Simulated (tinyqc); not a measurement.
Internal photoemission over an interface barrier: two steps of the calculation.

Electrons are excited from a metal over the barrier Phi(F) = P0 - sqrt(q F/(4 pi eps0 ei)), whose top lies at xm = sqrt(q/(16 pi eps0 ei F)). The yield is Y = A (hv - Phi)^p exp(-xm/l), with A = 1 here.

Values chosen for this exercise; dielectric values close to those of silicon dioxide: barrier at zero field P0 = 2.85 eV; image-force permittivity ei = 2.26; scattering length in the image well l = 4.9 nm; field in the dielectric F = 2.1 MV/cm.

Constants: q = 1.602176634e-19 C, h = 6.62607015e-34 J s, c = 299792458 m/s, eps0 = 8.8541878128e-14 F/cm where lengths are in cm. Results are converted to the units shown.

Task 1. Barrier in the field. Lowering P0 - Phi, barrier, position of its top, scattering factor and threshold wavelength.

Give: lowering; Phi; xm; exp(-xm/l); threshold wavelength h c/(q Phi).

Result 1.

lowering = 365.79 meV
Phi = 2.4842 eV
xm = 0.87093 nm
exp(-xm/l) = 0.83716
threshold wavelength h c/(q Phi) = 499.09 nm

Task 2. Threshold from a spectrum. The yields were made at this field with a scatter of 1 %. Fit Y^(1/n) on hv by least squares for n = 2 and n = 3; the zero of the line is the threshold.

hv, point 0 to 5 (eV): [2.63, 2.76, 2.89, 3.02, 3.15, 3.28]
Y, point 0 to 5: [0.0177, 0.06316, 0.1389, 0.2396, 0.3759, 0.5225]

Wanted: Y^(1/2); Y^(1/3); threshold for n = 2; threshold for n = 3.

Result 2.

Y^(1/2), point 0 to 5: [0.1330, 0.2513, 0.3727, 0.4895, 0.6131, 0.7228]
Y^(1/3), point 0 to 5: [0.2606, 0.3982, 0.5179, 0.6211, 0.7217, 0.8054]
threshold for n = 2 = 2.483 eV
threshold for n = 3 = 2.291 eV

Numbers from tinyqc (`OMP_NUM_THREADS=1 python tinyqc.py 2410011 2410012 out.jsonl`; about 0.01 s on one thread of a shared Intel Xeon 2.30GHz).
